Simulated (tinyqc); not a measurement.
Changing the pulse length: self-heating of a transistor with one or more fingers, with temperature-dependent conductivity. Computed by tinyqc, a small Python program. Command: `OMP_NUM_THREADS=1 python tinyqc.py 3016752 3016753 out.jsonl selfheat sweep`. One thread of a shared host (Intel(R) Xeon(R) Processor @ 2.30GHz), about 0.2 s of CPU time with the checks.

N long parallel fingers lie on the top face of a slab whose bottom is held at T_0; the top is otherwise insulated, and heat flows in two dimensions. P in W/mm is 1000 P in W/m.

Inputs (values chosen for the exercise, modelled on gallium nitride):
```
quantity                                      value           unit
conductivity at the base temperature kappa_0    161        W/(m K)
power per gate width P                          1.2           W/mm
fingers N                                         1              -
finger pitch s                                  8.2     micrometre
width of the heat source w                     0.88     micrometre
substrate thickness t                           220     micrometre
heat capacity C                                2.94  1e6 J/(m^3 K)
```

Power: power rises with temperature.

Method:
- A line source of power P on the top face raises the top at distance x by (P/(pi kappa_0)) g(x), g(x) = -ln tanh(pi x/(4 t)) (the image sum for the slab). On a strip of width w the centre sees the mean of g over the strip, g_0 = 1 + ln(8 t/(pi w)) for w much below t.
- theta_i = (P/(pi kappa_0)) [g_0 + sum over j != i of g(|i - j| s)], with equal powers and constant conductivity; thermal resistance = largest theta/P.
- After switching on, theta(tau) = (P D/kappa_0) int_0^tau X(u) Z(u) du at the hottest finger, D = kappa_0/C; X = sum over fingers at distance x of [erf((x + w/2)/r) - erf((x - w/2)/r)]/(2 w), Z = sum_(j=-200..200) (-1)^j exp(-(2 j t/r)^2)/sqrt(pi D u), r = 2 sqrt(D u); trapezoid rule on 300 points evenly spaced in ln u from u_0 = 1e-3 min(tau, w^2/D) to tau, plus the exact piece 2 sqrt(u_0/(pi D))/w below u_0. Conductivity and power are held at their base values here, and Fourier's law is used even where the diffusion length is near a phonon free path.

One run for each value; columns: (1) pulse length (microsecond); (2) linear rise after the pulse (K); (3) share of the steady rise; (4) diffusion length sqrt(D tau) (micrometre):
```
(1)        (2)     (3)         (4)
0.003   3.2491  0.1837  4.0532e-01
0.01    4.6002  0.2600  7.4001e-01
0.06    6.6970  0.3786  1.8127e+00
0.3     8.6015  0.4862  4.0532e+00
1      10.0290  0.5669  7.4001e+00
5      11.9380  0.6748  1.6547e+01
20     13.5820  0.7678  3.3094e+01
100    15.4910  0.8757  7.4001e+01
500    17.2400  0.9746  1.6547e+02
2000   17.6860  0.9998  3.3094e+02
```

Describe and explain the trends.

Over the rows, linear rise after the pulse (K) rises from 3.25 to 17.7 (exponent d ln y / d ln x 0.29 between the first rows and 0.018 between the last); share of the steady rise rises from 0.184 to 1.000 (exponent d ln y / d ln x 0.29 between the first rows and 0.018 between the last); diffusion length sqrt(D tau) (micrometre) rises from 0.405 to 331 (exponent d ln y / d ln x about 0.50 throughout). Short pulses heat only the region within a diffusion length; the rise saturates when that length reaches the thickness, 220 micrometre.

Extremes, crossings and ranges named in words are read from the listed rows.
